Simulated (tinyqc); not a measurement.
The size of the error: propagation of a band-gap error through k.p and effective-mass formulas.

Chain, for a gap E (the reference Eg or another value), with Ep and Dso kept: 1/me = 1 + Ep (E + 2 Dso/3)/(E (E + Dso)); g* = 2 - 2 Ep Dso/(3 E (E + Dso)); g1(E) = g1 + (Ep/3)(1/E - 1/Eg), g2(E) = g2 + (Ep/6)(1/E - 1/Eg), light hole 1/(g1 + 2 g2), heavy hole 1/(g1 - 2 g2) along [100]; optical constant ei(E) = 1 + (ei - 1)(EP/(EP + E - Eg))^2, static e0(E) = ei(E) + e0 - ei.

Donor: R = Ry me/e0^2, a_B = a0 e0/me, Mott density (0.26/a_B)^3. Nc, Nv = 2 (m kT/(4 pi c))^(3/2), c = hbar^2/2m0, ni = sqrt(Nc Nv) exp(-E/2kT). Exciton: Ry mu/e0^2 with 1/mu = 1/me + g1(E). 1 angstrom^-3 = 1e24 cm^-3.

Constants: Ry = 13.60569312 eV; a0 (Bohr radius) = 0.5291772105 angstrom; kB = 8.617333262e-05 eV/K; hbar^2/2m0 = 3.80998211 eV angstrom^2.

Parameters, chosen for this exercise (reference values near those of InP, gap at low temperature; not measured data):
```
symbol  value  unit  meaning
Eg      1.411  eV    gap at Gamma to the s-like level
Dso     0.108  eV    spin-orbit splitting
Ep      21     eV    Kane energy
g1      5.09         Luttinger gamma1
g2      1.6          gamma2
e0      12.4         static dielectric constant
ei      9.48         optical dielectric constant
EP      5.3    eV    mean (Penn) gap
mh      0.64   m0    density-of-states mass of the holes
T       77     K     temperature
```

E = f Eg; ratios against f = 1.

Results:
```
f     E (eV)  me ratio  light-hole ratio  e0 ratio  donor ratio  Mott ratio      g*  log10 ni ratio
0.25   0.353     0.278             0.218     1.384        0.145     0.00810  -7.303           34.22
0.40   0.564     0.429             0.358     1.285        0.260      0.0372  -1.984           27.43
0.60   0.847     0.624             0.556     1.173        0.454       0.151   0.129           18.32
0.80   1.129     0.815             0.770     1.079        0.700       0.430   0.917            9.17
1.00   1.411     1.000             1.000     1.000        1.000        1.00   1.295            0.00
1.50   2.116     1.443             1.664     0.849        2.003        4.92   1.679          -22.97
2.00   2.822     1.860             2.490     0.743        3.372        15.7   1.817          -45.97
```

Give the missing row, f = 1.20.

Computed row:
```
f     E (eV)  me ratio  light-hole ratio  e0 ratio  donor ratio  Mott ratio     g*  log10 ni ratio
1.20   1.693     1.181             1.249     0.933        1.357        2.03  1.504           -9.18
```

Between f = 0.8 and 1.2 the mean powers d ln(ratio)/d ln f are 0.91 for me, 1.19 for the light hole, -0.36 for e0, 1.63 for the donor energy and 3.82 for the Mott density; ni moves by -3.25 decades per 0.1 eV, against -0.1 eV/(2 kT ln 10) = -3.27 from the exponential alone, the rest coming from Nc through me^(3/4). g* changes sign between f = 0.40 and 0.60; the place of this zero hangs on remote bands, which are left out.

Run: tinyqc, `OMP_NUM_THREADS=1 python tinyqc.py 1850480 1850481 out.jsonl`; Intel(R) Xeon(R) Processor @ 2.30GHz, one thread, shared host; about 0.01 s of CPU time with all checks.
